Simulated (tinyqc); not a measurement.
Electron mobility of a polar semiconductor by Rode's iterative solution of the Boltzmann equation: one step, computed by the program tinyqc. Command: `OMP_NUM_THREADS=1 python tinyqc.py 3007841 3007842 out.jsonl rode walk`. One thread of a shared host (Intel(R) Xeon(R) Processor @ 2.30GHz), about 0.01 s of CPU time with the checks.

The distribution is f(E) + e F l(E) (-df/dE) cos(theta) for a weak field F, theta counted from the force; l(E) is a mean free path. Elastic processes enter by their momentum rate, polar optical phonons by out- and in-scattering terms. One valley only: where upper valleys lie close, measured mobilities are lower. The density n is prescribed, even where a narrow-gap material would have more intrinsic carriers.

Question. Rates on one ladder of the grid. Kane band: hbar^2 k^2/(2 m) = E (1 + alpha E), speed v = hbar k/(m (1 + 2 alpha E)), states per spin, volume and energy g(E) = m k (1 + 2 alpha E)/(2 pi^2 hbar^2); overlap factors are set to 1. Masses are multiplied by m_0 and all formulas are in SI units. Phonon occupation N_q = 1/(exp(hbar w/(k_B T)) - 1). Acoustic deformation potential (elastic, equipartition, absorption and emission together): 1/tau = 2 pi k_B T D_A^2 g(E)/(hbar rho v_l^2). Piezoelectric (elastic, unscreened, momentum relaxation): 1/tau = e^2 K^2 k_B T m (1 + 2 alpha E)/(2 pi eps_s eps_0 hbar^3 k), with alpha = 0 for a parabolic band. Singly charged impurities, momentum relaxation: 1/tau = N_I e^4 m (1 + 2 alpha E) Phi/(8 pi (eps_s eps_0)^2 hbar^3 k^3), with alpha = 0 for a parabolic band. Brooks-Herring: Phi = ln(1 + b) - b/(1 + b), b = 4 k^2 L_s^2. Polar optical, unscreened: W = e^2 w (1/eps_inf - 1/eps_s) m (1 + 2 alpha E') ln|(k + k')/(k - k')| / (4 pi eps_0 hbar^2 k), times N_q for absorption (E' = E + hbar w) and N_q + 1 for emission (E' = E - hbar w > 0), with alpha = 0 for a parabolic band; mean cosine of the angle <cos> = (k^2 + k'^2)/(2 k k') - 1/ln|(k + k')/(k - k')|. Energy grid E_j = (j + 1/2) hbar w/s, j = 0, 1, ..., up to (max(eta, 0) + 18) k_B T, so that E_j +/- hbar w are grid points; l = 0 beyond the grid; integrals are sums times the spacing. With f' = f(E'): out-scattering S_o = sum over absorption and emission of W (1 - f')/(1 - f); nu = sum of elastic rates; the in-scattering weights are c+ = W_abs <cos> (1 - f')/(1 - f) for E' = E + hbar w and c- likewise for emission.

Inputs (values chosen for the exercise, for a model polar semiconductor): effective mass m = 0.048 m_0; non-parabolicity alpha = 0.73 1/eV; static permittivity eps_s = 9.67; high-frequency permittivity eps_inf = 6.91; density rho = 6870 kg/m^3; sound velocity v_l = 9140 m/s; acoustic deformation potential D_A = 9.6 eV; optical phonon energy hbar w = 33.3 meV; piezoelectric coupling K = 0.033; temperature T = 250 K; grid points per phonon energy s = 6.

Band: Kane. Elastic processes: acoustic, piezoelectric, impurity.

reduced Fermi level eta = -5.095671

ionised impurity density N_I = 1.000435e+16 1/cm^3

screening length L_s = 94.20465 nm

Constants: k_B = 8.617333262e-05 eV/K; k_B = 1.380649e-23 J/K; e = 1.602176634e-19 C; hbar = 1.054571817e-34 J s; m_0 = 9.1093837015e-31 kg; eps_0 = 8.8541878128e-12 F/m; hbar = 6.582119569e-16 eV s.

Give: Points j = s/2, s/2 + s, ... (the first seven rungs, or as many as the grid holds), rates in 1e12/s.

Answer.

Points j = s/2, s/2 + s, ... (the first seven rungs, or as many as the grid holds), rates in 1e12/s:
```
E (meV)    v (m/s)     nu    S_o     c+     c-
19.425   3.695e+05  2.100   4.87  2.007   0.00
52.725   5.882e+05  0.615  17.58  2.483   5.37
86.025   7.272e+05  0.368  20.07  2.623   8.62
119.325  8.303e+05  0.281  20.56  2.684   9.90
152.625  9.118e+05  0.244  20.65  2.716  10.57
185.925  9.784e+05  0.228  20.63  2.737  10.99
219.225  1.034e+06  0.223  20.59  2.752  11.27
```

Points one phonon energy apart are coupled only to each other, so the grid falls into s independent ladders.
